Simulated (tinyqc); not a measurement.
Pariser-Parr-Pople SCF with singles CI, for the molecule Fc1cccc2ocnc12 (SMILES; centres numbered as the heavy atoms are written), step by step. Computed by tinyqc, a small Python program that keeps every step. Settings: charge = 0, gamma = MN, start = huckel, damping = 0.5, iteration cap = 58, excitations kept = 4. Command: `OMP_NUM_THREADS=1 python tinyqc.py 28624 28625 out.jsonl` (the two numbers bound the seeds that draw the settings). One thread of a shared host (Intel(R) Xeon(R) Processor @ 2.60GHz), about 0.01 s of CPU time with the checks. Later iterations appear only in the table of the cycle.

## PPP integrals

Centres (angstrom, eV; a flat drawing with bonds scaled to 1.40 angstrom):
```
centre        x        y  core charge z        W  gamma_rr
1F      -1.5120   2.1860              2  39.0000   21.4000
2C      -1.1230   0.8410              1  11.1600   11.1300
3C      -2.0940  -0.1680              1  11.1600   11.1300
4C      -1.7050  -1.5130              1  11.1600   11.1300
5C      -0.3460  -1.8490              1  11.1600   11.1300
6C       0.6250  -0.8400              1  11.1600   11.1300
7O       2.0240  -0.8860              2  33.0000   21.5000
8C       2.5000   0.4310              1  11.1600   11.1300
9N       1.3950   1.2910              1  14.1000   12.3000
10C      0.2360   0.5050              1  11.1600   11.1300
```

Resonance integrals (eV):
```
i    j     beta
1    2  -1.9200
2    3  -2.1900
3    4  -2.1900
4    5  -2.1900
5    6  -2.1900
6    7  -2.0600
7    8  -2.0600
8    9  -2.3000
9   10  -2.3000
10   2  -2.1900
10   6  -2.1900
```

Mataga-Nishimoto: gamma = 14.399645/(R + a), a = 2 x 14.399645/(gamma_rr + gamma_ss); H_rr = -W_r - sum_(s != r) z_s gamma_rs; H_rs = beta for bonds.

repulsion gamma_rs (eV):
```
          1F       2C       3C       4C       5C       6C       7O       8C
1F   21.4000   6.3006   4.3501   3.1376   2.8316   3.1373   2.6888   2.7353
2C    6.3006  11.1300   5.3449   3.8723   3.5175   3.8720   3.2197   2.9150
3C    4.3501   5.3449  11.1300   5.3453   3.8720   3.5168   2.8442   2.4296
4C    3.1376   3.8723   5.3453  11.1300   5.3457   3.8719   3.0874   2.4298
5C    2.8316   3.5175   3.8720   5.3457  11.1300   5.3449   4.1850   2.9147
6C    3.1373   3.8720   3.5168   3.8719   5.3449  11.1300   6.3091   4.0460
7O    2.6888   3.2197   2.8442   3.0874   4.1850   6.3091  21.5000   6.3074
8C    2.7353   2.9150   2.4296   2.4298   2.9147   4.0460   6.3074  11.1300
9N    3.6958   3.8023   2.8736   2.6621   2.9878   4.1201   4.6181   5.4764
10C   4.3498   5.3457   3.8719   3.5175   3.8723   5.3453   4.5743   4.0460

          9N      10C
1F    3.6958   4.3498
2C    3.8023   5.3457
3C    2.8736   3.8719
4C    2.6621   3.5175
5C    2.9878   3.8723
6C    4.1201   5.3453
7O    4.6181   4.5743
8C    5.4764   4.0460
9N   12.3000   5.4761
10C   5.4761  11.1300
```

core matrix H (eV):
```
           1F        2C        3C        4C        5C        6C        7O        8C
1F   -74.9157   -1.9200    0.0000    0.0000    0.0000    0.0000    0.0000    0.0000
2C    -1.9200  -58.8703   -2.1900    0.0000    0.0000    0.0000    0.0000    0.0000
3C     0.0000   -2.1900  -52.8028   -2.1900    0.0000    0.0000    0.0000    0.0000
4C     0.0000    0.0000   -2.1900  -50.6546   -2.1900    0.0000    0.0000    0.0000
5C     0.0000    0.0000    0.0000   -2.1900  -53.0479   -2.1900    0.0000    0.0000
6C     0.0000    0.0000    0.0000    0.0000   -2.1900  -60.1697   -2.0600    0.0000
7O     0.0000    0.0000    0.0000    0.0000    0.0000   -2.0600  -73.5229   -2.0600
8C     0.0000    0.0000    0.0000    0.0000    0.0000    0.0000   -2.0600  -53.5029
9N     0.0000    0.0000    0.0000    0.0000    0.0000    0.0000    0.0000   -2.3000
10C    0.0000   -2.1900    0.0000    0.0000    0.0000   -2.1900    0.0000    0.0000

           9N       10C
1F     0.0000    0.0000
2C     0.0000   -2.1900
3C     0.0000    0.0000
4C     0.0000    0.0000
5C     0.0000    0.0000
6C     0.0000   -2.1900
7O     0.0000    0.0000
8C    -2.3000    0.0000
9N   -58.1262   -2.3000
10C   -2.3000  -60.4828
```

## Starting guess

pi electrons, sum of z_r less the charge = 12

Orbitals of the Hueckel matrix of the beta values.

P at the start:
```
          1F       2C       3C       4C       5C       6C       7O       8C
1F    1.5996   0.6027  -0.3118  -0.0925   0.2856  -0.1283  -0.0383   0.1614
2C    0.6027   1.0121   0.5819  -0.0298  -0.2519   0.0528   0.0356  -0.1215
3C   -0.3118   0.5819   1.2270   0.6219  -0.2086  -0.1681   0.1682   0.0271
4C   -0.0925  -0.0298   0.6219   1.0483   0.7057  -0.0746  -0.1681   0.1159
5C    0.2856  -0.2519  -0.2086   0.7057   1.1822   0.5049  -0.1294  -0.0711
6C   -0.1283   0.0528  -0.1681  -0.0746   0.5049   1.1163   0.5761  -0.1784
7O   -0.0383   0.0356   0.1682  -0.1681  -0.1294   0.5761   1.2871   0.6246
8C    0.1614  -0.1215   0.0271   0.1159  -0.0711  -0.1784   0.6246   1.1502
9N   -0.0671  -0.0502  -0.1559   0.1087   0.0563  -0.2032  -0.2824   0.6783
10C  -0.2033   0.4608   0.0286  -0.2107  -0.0189   0.5229  -0.1991  -0.1879

          9N      10C
1F   -0.0671  -0.2033
2C   -0.0502   0.4608
3C   -0.1559   0.0286
4C    0.1087  -0.2107
5C    0.0563  -0.0189
6C   -0.2032   0.5229
7O   -0.2824  -0.1991
8C    0.6783  -0.1879
9N    1.2152   0.5711
10C   0.5711   1.1619
```

## Iteration 1: Fock matrix

F_rr = H_rr + P_rr gamma_rr / 2 + sum_(s != r) P_ss gamma_rs; F_rs = H_rs - P_rs gamma_rs / 2; E = tr P (H + F) / 2 + core repulsion sum_(r<s) z_r z_s gamma_rs.

F (eV):
```
           1F       2C       3C       4C       5C       6C        7O       8C
1F   -19.7942  -3.8187   0.6782   0.1452  -0.4044   0.2012    0.0515  -0.2208
2C    -3.8187  -5.7323  -3.7451   0.0577   0.4430  -0.1023   -0.0572   0.1770
3C     0.6782  -3.7451  -5.0532  -3.8521   0.4038   0.2955   -0.2391  -0.0330
4C     0.1452   0.0577  -3.8521  -4.5913  -4.0762   0.1445    0.2595  -0.1408
5C    -0.4044   0.4430   0.4038  -4.0762  -5.1889  -3.5393    0.2707   0.1037
6C     0.2012  -0.1023   0.2955   0.1445  -3.5393  -6.3356   -3.8775   0.3609
7O     0.0515  -0.0572  -0.2391   0.2595   0.2707  -3.8775  -15.2281  -4.0299
8C    -0.2208   0.1770  -0.0330  -0.1408   0.1037   0.3609   -4.0299  -6.8112
9N     0.1240   0.0954   0.2241  -0.1447  -0.0841   0.4186    0.6522  -4.1573
10C    0.4422  -3.4216  -0.0553   0.3706   0.0365  -3.5875    0.4554   0.3802

          9N      10C
1F    0.1240   0.4422
2C    0.0954  -3.4216
3C    0.2241  -0.0553
4C   -0.1447   0.3706
5C   -0.0841   0.0365
6C    0.4186  -3.5875
7O    0.6522   0.4554
8C   -4.1573   0.3802
9N   -7.8386  -3.8638
10C  -3.8638  -5.4694
```

pi energy = -200.7659 eV

## Iteration 1: orbitals and new P

Diagonalise F (the basis is taken as orthonormal) and form P = 2 sum c c over the lowest orbitals; 0.5 of the old P is kept.

orbital energies (eV): -20.7882  -18.0683  -12.7238  -11.5700  -9.4482  -8.9470  -2.2035  -0.9522  0.2495  2.4087

P after iteration 1:
```
          1F       2C       3C       4C       5C       6C       7O       8C
1F    1.7686   0.4263  -0.2390  -0.0594   0.1987  -0.0768  -0.0270   0.1129
2C    0.4263   0.9936   0.6412  -0.0033  -0.2999   0.0373   0.0465  -0.1527
3C   -0.2390   0.6412   1.1350   0.6200  -0.1245  -0.2185   0.1291   0.0339
4C   -0.0594  -0.0033   0.6200   1.0133   0.7092  -0.0425  -0.1339   0.1450
5C    0.1987  -0.2999  -0.1245   0.7092   1.1207   0.5411  -0.1275  -0.0499
6C   -0.0768   0.0373  -0.2185  -0.0425   0.5411   1.0840   0.4771  -0.2461
7O   -0.0270   0.0465   0.1291  -0.1339  -0.1275   0.4771   1.5116   0.5373
8C    0.1129  -0.1527   0.0339   0.1450  -0.0499  -0.2461   0.5373   1.0491
9N   -0.0417  -0.0361  -0.1372   0.0670   0.0543  -0.1360  -0.2608   0.7285
10C  -0.1570   0.4981   0.0198  -0.2350  -0.0222   0.5549  -0.1670  -0.1636

          9N      10C
1F   -0.0417  -0.1570
2C   -0.0361   0.4981
3C   -0.1372   0.0198
4C    0.0670  -0.2350
5C    0.0543  -0.0222
6C   -0.1360   0.5549
7O   -0.2608  -0.1670
8C    0.7285  -0.1636
9N    1.2330   0.5359
10C   0.5359   1.0911
```

## Iteration 2: Fock matrix

As before.

F (eV):
```
           1F       2C       3C       4C       5C       6C        7O       8C
1F   -18.8031  -3.2630   0.5199   0.0931  -0.2813   0.1204    0.0363  -0.1544
2C    -3.2630  -5.6220  -3.9035   0.0064   0.5274  -0.0722   -0.0749   0.2225
3C     0.5199  -3.9035  -5.2981  -3.8470   0.2411   0.3842   -0.1836  -0.0411
4C     0.0931   0.0064  -3.8470  -5.0276  -4.0857   0.0823    0.2066  -0.1761
5C    -0.2813   0.5274   0.2411  -4.0857  -5.4103  -3.6362    0.2668   0.0728
6C     0.1204  -0.0722   0.3842   0.0823  -3.6362  -6.1428   -3.5651   0.4978
7O     0.0363  -0.0749  -0.1836   0.2066   0.2668  -3.5651  -14.1306  -3.7544
8C    -0.1544   0.2225  -0.0411  -0.1761   0.0728   0.4978   -3.7544  -6.3574
9N     0.0771   0.0686   0.1971  -0.0891  -0.0811   0.2802    0.6023  -4.2948
10C    0.3415  -3.5214  -0.0383   0.4133   0.0429  -3.6729    0.3819   0.3309

          9N      10C
1F    0.0771   0.3415
2C    0.0686  -3.5214
3C    0.1971  -0.0383
4C   -0.0891   0.4133
5C   -0.0811   0.0429
6C    0.2802  -3.6729
7O    0.6023   0.3819
8C   -4.2948   0.3309
9N   -7.7544  -3.7674
10C  -3.7674  -5.4024
```

pi energy = -203.5491 eV

## Iteration 2: orbitals and new P

As before.

orbital energies (eV): -19.5994  -16.8719  -12.6602  -11.7107  -9.6283  -9.1302  -1.9025  -0.8285  0.1356  2.2473

P after iteration 2:
```
          1F       2C       3C       4C       5C       6C       7O       8C
1F    1.8606   0.3225  -0.1929  -0.0392   0.1469  -0.0489  -0.0201   0.0838
2C    0.3225   0.9841   0.6727   0.0059  -0.3238   0.0317   0.0508  -0.1681
3C   -0.1929   0.6727   1.0874   0.6190  -0.0818  -0.2466   0.1079   0.0376
4C   -0.0392   0.0059   0.6190   1.0009   0.7109  -0.0284  -0.1130   0.1576
5C    0.1469  -0.3238  -0.0818   0.7109   1.0864   0.5617  -0.1248  -0.0431
6C   -0.0489   0.0317  -0.2466  -0.0284   0.5617   1.0647   0.4214  -0.2749
7O   -0.0201   0.0508   0.1079  -0.1130  -0.1248   0.4214   1.6300   0.4908
8C    0.0838  -0.1681   0.0376   0.1576  -0.0431  -0.2749   0.4908   0.9869
9N   -0.0266  -0.0305  -0.1248   0.0463   0.0522  -0.1015  -0.2494   0.7575
10C  -0.1290   0.5212   0.0156  -0.2510  -0.0189   0.5739  -0.1505  -0.1477

          9N      10C
1F   -0.0266  -0.1290
2C   -0.0305   0.5212
3C   -0.1248   0.0156
4C    0.0463  -0.2510
5C    0.0522  -0.0189
6C   -0.1015   0.5739
7O   -0.2494  -0.1505
8C    0.7575  -0.1477
9N    1.2479   0.5102
10C   0.5102   1.0512
```

## Convergence

Stop when output and input P, before any damping, agree to 1e-7.

Course of the cycle:
```
iteration       E (eV)  largest |P(out) - P(in)|
1          -200.765893                  4.49e-01
2          -203.549069                  2.37e-01
3          -205.028118                  1.27e-01
4          -205.806836                  7.59e-02
5          -206.213515                  4.67e-02
6          -206.424475                  2.90e-02
7          -206.533322                  1.82e-02
8          -206.589251                  1.14e-02
9          -206.617900                  7.22e-03
10         -206.632544                  4.58e-03
11         -206.640017                  2.91e-03
...                ...                       ...
43         -206.647801                  9.04e-07
44         -206.647801                  7.19e-07
45         -206.647801                  5.71e-07
46         -206.647801                  4.53e-07
47         -206.647801                  3.60e-07
48         -206.647801                  2.86e-07
49         -206.647801                  2.27e-07
50         -206.647801                  1.80e-07
51         -206.647801                  1.43e-07
52         -206.647801                  1.14e-07
53         -206.647801                  9.03e-08
```

Converged in 53 iterations.

## Converged orbitals

Charges are z - P_rr.

orbital energies (eV): -18.0726  -15.6937  -12.5945  -11.8280  -9.8072  -9.3253  -1.6512  -0.7063  0.0107  2.1456

coefficients:
```
        MO1      MO2      MO3      MO4      MO5      MO6      MO7      MO8
1F   0.9701  -0.0628  -0.1471   0.0050  -0.0652  -0.1282  -0.0680   0.0607
2C   0.2228   0.0613   0.3606  -0.0157   0.2427   0.4959   0.3978  -0.3727
3C   0.0583   0.0353   0.3634  -0.2347   0.5519   0.1378  -0.0607   0.5477
4C   0.0170   0.0529   0.3320  -0.3856   0.2782  -0.4032  -0.3577  -0.2050
5C   0.0083   0.1317   0.2805  -0.3857  -0.2760  -0.4474   0.3352  -0.3113
6C   0.0232   0.3579   0.1917  -0.2380  -0.5368   0.0918   0.0981   0.5626
7O   0.0170   0.7902  -0.4150  -0.1858   0.1757   0.1560  -0.2303  -0.1953
8C   0.0105   0.3557  -0.0187   0.3673   0.2652  -0.3343   0.6055   0.1368
9N   0.0224   0.2288   0.3411   0.6146   0.0070  -0.3023  -0.3523   0.0237
10C  0.0632   0.1988   0.4491   0.2084  -0.2989   0.3464  -0.1994  -0.2110

         MO9     MO10
1F    0.0271   0.0591
2C   -0.1774  -0.4276
3C   -0.2029   0.3739
4C    0.4585  -0.3434
5C   -0.3895   0.3432
6C    0.0619  -0.3892
7O   -0.1314   0.0701
8C    0.4081   0.0647
9N   -0.4429  -0.2020
10C   0.4253   0.4866
```

pi charges: 1F 0.0251, 2C 0.0230, 3C -0.0308, 4C -0.0038, 5C -0.0424, 6C -0.0371, 7O 0.2267, 8C 0.1121, 9N -0.2768, 10C 0.0040

## Singles CI, singlets

Over the 4 single excitations with the smallest orbital gaps: A = (e_a - e_i) delta + 2 (ia|jb) - (ij|ab), with (pq|rs) = sum c_mp c_mq gamma_mn c_nr c_ns. f = 2/3 w |mu|^2 in atomic units, mu = sqrt2 sum c_ia sum_m c_mi c_ma R_m.

singlet CI matrix (eV):
```
         6>7      5>7      6>8     5>8
6>7   4.9402   0.0189  -0.1520  0.3753
5>7   0.0189   4.9285  -0.6698  0.0673
6>8  -0.1520  -0.6698   5.2511  0.0753
5>8   0.3753   0.0673   0.0753  6.1341
```

singlet excitation energies (eV): 4.3739  4.8382  5.7959  6.2460

oscillator strengths: 0.0077  0.4799  1.0179  0.7491

## Singles CI, triplets

Over the 4 single excitations with the smallest orbital gaps: A = (e_a - e_i) delta - (ij|ab), with (pq|rs) = sum c_mp c_mq gamma_mn c_nr c_ns.

triplet CI matrix (eV):
```
        6>7     5>7      6>8      5>8
6>7  2.8933  0.1906   0.2114   0.3599
5>7  0.1906  3.7976   0.3599   0.0171
6>8  0.2114  0.3599   3.8786  -0.2429
5>8  0.3599  0.0171  -0.2429   3.4877
```

triplet excitation energies (eV): 2.6468  3.3898  3.7477  4.2730
